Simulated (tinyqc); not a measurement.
From one set of inputs to another, one input at a time: strain-driven roughening and islands of a mismatched epitaxial film. Computed by tinyqc, a small Python program. Command: `OMP_NUM_THREADS=1 python tinyqc.py 3011147 3011148 out.jsonl island ladder`. One thread of a shared host (Intel(R) Xeon(R) Processor @ 2.30GHz), about 0.01 s of CPU time with the checks.

Film and substrate share isotropic elastic constants; the film is coherent and biaxially strained.

The inputs printed are set A. Inputs not listed in the table keep their values of set A, so the rows need not describe a real material.

Inputs (values chosen for the exercise, modelled on Ge on Si):
```
quantity                                     value     unit
misfit |f|                                  0.0424        -
shear modulus G                               53.6      GPa
Poisson ratio nu                              0.24        -
surface energy gamma                          1.04    J/m^2
contact angle of the shallow shape theta_1    9.87  degrees
contact angle of the steep shape theta_2      24.7  degrees
facet energy of shape 1 over gamma          0.9993        -
facet energy of shape 2 over gamma           1.017        -
wetting energy gamma_s - gamma                0.17    J/m^2
decay length of wetting delta                 0.37       nm
island volume V                                270     nm^3
```

Constants: e = 1.602176634e-19 C.

Method:
- M = 2 G (1 + nu)/(1 - nu); stress = M f; energy density w = M f^2.
- The surface energy depends on thickness as gamma + (gamma_s - gamma) exp(-h/delta). Its curvature adds W2 = (gamma_s - gamma) exp(-h/delta)/delta^2 to the restoring terms; the flat film is stable while W2 > (1 + nu)^2 w^2/gamma, which gives h_c = delta ln[(gamma_s - gamma) gamma/(delta^2 (1 + nu)^2 w^2)], or 0 if negative.
- Shallow faceted island (Tersoff form): E = 4 Gam V^(2/3) tan^(1/3)(theta) - 6 c V tan(theta), Gam = gamma [x/sin(theta) - 1/tan(theta)], x the facet energy over gamma, c = stress^2 (1 - nu)/(2 pi G).
- The barrier is the maximum of E, at V_c = [4 Gam/(9 c)]^3 / tan^2(theta) (1 GPa nm = 1 J/m^2).
- The two energies cross at V_x^(1/3) = 4 [Gam_2 t2^(1/3) - Gam_1 t1^(1/3)]/(6 c (t2 - t1)), t = tan(theta); mu = dE/dV.

Each row keeps all changes above it:
```
input moved                                           from      to  wetting-layer thickness h_c (nm)  barrier, shape 1 (eV)  crossing volume V_x (nm^3)
set A                                                    -       -                            0.7916                 0.3841                       27.49
misfit |f|                                          0.0424  0.0463                            0.6614                 0.2701                       16.21
facet energy of shape 2 over gamma                   1.017   1.054                            0.6614                 0.2701                       48.66
contact angle of the steep shape theta_2 (degrees)    24.7    29.5                            0.6614                 0.2701                       30.94
surface energy gamma (J/m^2)                          1.04   0.898                            0.6071                 0.1739                       19.92
decay length of wetting delta (nm)                    0.37    0.39                            0.5988                 0.1739                       19.92
Poisson ratio nu                                      0.24    0.25                            0.5760                 0.1640                       18.24
wetting energy gamma_s - gamma (J/m^2)                0.17     0.5                            0.9967                 0.1640                       18.24
```

Where does the difference come from?

Wetting-layer thickness h_c goes from 0.792 to 0.997, a factor 1.26 in all. The largest single move comes from wetting energy gamma_s - gamma (a factor 1.73), and misfit |f| works against it (a factor 0.835). barrier, shape 1 goes from 0.384 to 0.164, a factor 0.427 in all. The largest single move comes from surface energy gamma (a factor 0.644). Crossing volume V_x goes from 27.5 to 18.2, a factor 0.664 in all. The largest single move comes from facet energy of shape 2 over gamma (a factor 3.00), but it runs against the net change; the largest move in the direction of the net change is misfit |f| (a factor 0.590). The single moves hold for this order of the switches; the total does not depend on the order.

Caution (all rows): a critical volume below 1 nm^3 holds fewer than a hundred atoms, so a continuum barrier there has no physical meaning. Caution (rows contact angle of the steep shape theta_2, surface energy gamma, decay length of wetting delta, Poisson ratio nu, wetting energy gamma_s - gamma): the shallow-slope form overstates the relaxation of facets steeper than about 25 degrees.

Extremes, crossings and ranges named in words are read from the listed rows.
